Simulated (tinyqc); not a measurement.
Grain growth, pinning, strength and diffusional creep of a polycrystal or thin film: one step, computed by the program tinyqc.

One mean grain size d describes the structure.

Task: Mobility and the sizes at which growth stops. M = M0 exp(-Q_m/(k_B T)). The driving pressure is 2 gamma/d. Zener pinning pressure 3 f gamma/(2 r) stops growth at d_Z = 4 r/(3 f). Grooves where boundaries meet the surface have the angle theta = arcsin(gamma/(2 gamma_s)) and are taken to stop growth at d_h = h/(2 theta), a few film thicknesses; the limit is 1/d_lim = 1/d_Z + 1/d_h.

Inputs (values chosen for the exercise, modelled on gold): boundary energy gamma = 0.39 J/m^2; mobility prefactor M0 = 0.00013 m^4/(J s); activation energy of boundary motion Q_m = 1.21 eV; anneal temperature T = 528 K; particle volume fraction f = 0.00022; particle radius r = 3.7 nm; film thickness h = 160 nm; surface energy gamma_s = 1.1 J/m^2.

Sample: thin film on a substrate.

Constants: k_B = 8.617333262e-05 eV/K.

Give: mobility M; Zener size d_Z; groove angle theta; groove limit d_h; limit d_lim.

Result:

mobility M = 3.6682e-16 m^4/(J s)

Zener size d_Z = 22424 nm

groove angle theta = 0.17821 rad

groove limit d_h = 448.90 nm

limit d_lim = 440.09 nm

The grooves set the tighter limit.
